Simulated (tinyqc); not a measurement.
Printed widths: electron-beam lithography: double-Gaussian proximity function, edge placement and dose correction for parallel lines. Computed by tinyqc, a small Python program. Command: `OMP_NUM_THREADS=1 python tinyqc.py 3112744 3112745 out.jsonl proximity walk`. One thread of a shared host (Intel(R) Xeon(R) Processor @ 2.30GHz), about 0.01 s of CPU time with the checks.

Lines are infinitely long. Absorbed energy is counted so that the middle of a very large area written at dose 1 receives 1; the resist develops where it exceeds 1/2.

Inputs (values chosen for the exercise, of the order of those for 10 keV electrons in resist on silicon): forward range alpha = 0.014 micrometre; backscatter range beta = 1.1 micrometre; backscatter ratio eta = 0.63.

line widths (micrometre): 0.063  0.051  0.25  1.6

gaps between the lines (micrometre): 0.24  0.077  0.42

Method:
- The first line starts at x = 0; each next one starts after the width and the gap.
- f(r) = [exp(-r^2/alpha^2)/alpha^2 + eta exp(-r^2/beta^2)/beta^2]/(pi (1 + eta)). A line from a to b at dose d gives E(x) = d [S(alpha) + eta S(beta)]/(1 + eta), S(s) = [erf((b - x)/s) - erf((a - x)/s)]/2.
- M_ij is the mean of E at the two edges of line i from line j at dose 1.
- Uncorrected edge energies are M 1. Solve M d = 1/2 for the doses d that put the mean edge energy of every line at the threshold.
- Edges are the roots of E(x) = 1/2 between a line centre and the middle of the next gap. Three cases: dose 1 everywhere; one common dose equal to the mean of d; the corrected doses.

Lines (micrometre):

| line | left edge | right edge | centre |
|---|---|---|---|
| 1 | 0.000 | 0.063 | 0.0315 |
| 2 | 0.303 | 0.354 | 0.3285 |
| 3 | 0.431 | 0.681 | 0.5560 |
| 4 | 1.101 | 2.701 | 1.9010 |

corrected doses: 1 1.29951, 2 1.18212, 3 1.08738, 4 0.95762

Width error, printed less drawn (nm):

| line | drawn width (nm) | dose 1 | mean dose | corrected |
|---|---|---|---|---|
| 1 | 63 | -8.2740 | -3.3487 | 0.000814 |
| 2 | 51 | -5.1284 | -0.3653 | 0.000946 |
| 3 | 250 | -2.5792 | 2.1503 | 0.005702 |
| 4 | 1600 | 1.4435 | 6.2456 | 0.003039 |

With the common mean dose the errors span 9.6 nm. With corrected doses the largest error is below 0.01 nm.

Extremes, crossings and ranges named in words are read from the listed rows.
